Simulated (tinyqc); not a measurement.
## Gate voltage for a given inversion charge

Inverse problem. p-type body, charge-sheet picture, depletion and inversion only, full ionisation (an idealisation for deep acceptors), Boltzmann statistics (rough once Na exp(x - xn) passes about Nc/7). In units of Vt: xg = (Vg - Vfb)/Vt, x = psi/Vt, G = gamma/sqrt(Vt), xn = (2 phiF + Vc)/Vt. The implicit equation is (xg - x)^2 = G^2 [x - 1 + exp(x - xn)] for x above about 3. Cox = eps0 eox/tox. ni = sqrt(Nc Nv) exp(-Eg/(2 Vt)), Eg in volts; phiF = Vt ln(Na/ni); gamma = sqrt(2 q eps0 eps_r Na)/Cox. N_inv = (Cox Vt G/q) [sqrt(x - 1 + exp(x - xn)) - sqrt(x - 1)]. Find x - xn, psi and Vg.

Parameters, values chosen for the exercise; band and dielectric values close to those of silicon: temperature T = 300 K; band gap Eg = 1.1 eV; relative permittivity eps_r = 11.6; conduction-band density of states at T Nc = 2.85e19 cm^-3; valence-band density of states at T Nv = 2.68e19 cm^-3; relative permittivity of the gate insulator (close to hafnium oxide) eox = 22.2; insulator thickness tox = 69 nm; acceptor density Na = 1.8e17 cm^-3; flat-band voltage Vfb = -0.5 V; channel-body voltage Vc = 0 V.

Constants: q = 1.602176634e-19 C, kB = 1.380649e-23 J/K, Vt = kB T/q, eps0 = 8.8541878128e-14 F/cm where lengths are in cm. Results are converted to the units shown.

N_inv = 2.7e11 cm^-2

Solution. N_inv rises steadily with x, so it fixes x; the implicit equation then gives xg directly.

x - xn = 2.65
psi = 0.908 V
Vg = 1.36 V

Program tinyqc, `OMP_NUM_THREADS=1 python tinyqc.py 2122073 2122074 out.jsonl`; Intel Xeon 2.30GHz, shared host, one thread, about 0.01 s.
